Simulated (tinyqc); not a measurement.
# Thermoelectric coefficients of one resonant level, Landauer integrals: two studies

Transmission X(x) = (g/2)^2/[(x - y)^2 + (g/2)^2] with x = (E - EF)/kB T, two spin channels. I_k = int X x^k w dx over all x, w = 1/(4 cosh^2(x/2)).

Parameters, values chosen for the exercise: temperature T = 300 K; full width of the level over kB T g = 0.15; level position (E0 - EF)/kB T y = 3.9; phonon heat conductance in units of pi^2 kB^2 T/(3 h) kp = 0.8.

Constants: q = 1.602176634e-19 C, kB = 1.380649e-23 J/K, h = 6.62607015e-34 J s. Results are converted to the units shown.

Each table varies one quantity; the others keep the values above.

## Effect of the level position

G = (2 q^2/h) I_0, S = -(kB/q) I_1/I_0, L/L0 = [I_2/I_0 - (I_1/I_0)^2]/(pi^2/3), K_e = (2 kB^2 T/h)(I_2 - I_1^2/I_0), ZT = G S^2 T/(K_e + K_ph), K_ph = kp pi^2 kB^2 T/(3 h).

Effect of the level position:
```
y	G (uS)	S (uV/K)	L/L0	ZT	ZT without phonons
0.5	4.135	-41.36	0.03021	0.009303	2.318
1.6	2.523	-131.6	0.04920	0.05750	14.41
2.6	1.206	-211.4	0.1016	0.07086	18.00
3.7	0.4655	-293.0	0.2556	0.05258	13.75
4.7	0.1897	-355.6	0.5965	0.03156	8.675
5.8	0.07266	-398.9	1.405	0.01522	4.636
6.8	0.03263	-400.2	2.646	0.006883	2.478
7.9	0.01539	-350.4	4.138	0.002490	1.214
8.9	0.008981	-272.5	4.741	8.795e-4	0.6410
10	0.005775	-185.7	4.230	2.629e-4	0.3337
```

Read the table: what changes, and by how much?

G falls from 4.13 to 0.00578 uS; |S| goes from 41.4 through a maximum of 400 (at y = 6.8 among the rows listed) to 186 uV/K: far from the level its Lorentzian tail at EF carries the current, and S falls back towards the Mott value. L/L0 goes from 0.0302 through a maximum of 4.74 (at y = 8.9 among the rows listed) to 4.23, and ZT goes from 0.00930 through a maximum of 0.0709 (at y = 2.6 among the rows listed) to 2.63e-4.

## Effect of the level width

Same model as above.

Result of one run:
```
g	G (uS)	S (uV/K)	L/L0	ZT	ZT without phonons
0.25	0.6849	-290.2	0.4462	0.07541	7.723
```

What becomes of these results when the full width of the level over kB T g is changed from 0.25 to 1.4, all else the same?

Result of the changed run:
```
g	G (uS)	S (uV/K)	L/L0	ZT	ZT without phonons
1.4	5.695	-183.9	0.9289	0.2172	1.489
```

The whole series:
```
g	G (uS)	S (uV/K)	L/L0	ZT	ZT without phonons
0.042	0.1021	-327.2	0.09834	0.01444	44.56
0.1	0.2520	-315.8	0.2161	0.03313	18.89
0.25	0.6849	-290.2	0.4462	0.07541	7.723
0.6	1.925	-245.4	0.7369	0.1464	3.344
1.4	5.695	-183.9	0.9289	0.2172	1.489
3.5	18.33	-111.4	0.9366	0.1933	0.5422
8.4	43.46	-52.40	0.9043	0.06949	0.1243
20	66.31	-16.64	0.9430	0.008041	0.01203
```

ZT without phonons falls from 44.6 to 0.0120, while ZT with phonons goes from 0.0144 through a maximum of 0.217 (at g = 1.4 among the rows listed) to 0.00804; L/L0 moves up and down between 0.0983 and 0.943. A narrow level filters energy well but conducts little, so a fixed phonon conductance sets a best width.

Program tinyqc, `OMP_NUM_THREADS=1 python tinyqc.py 2800117 2800118 out.jsonl`; Intel Xeon 2.30GHz, shared host, one thread, about 0.03 s.
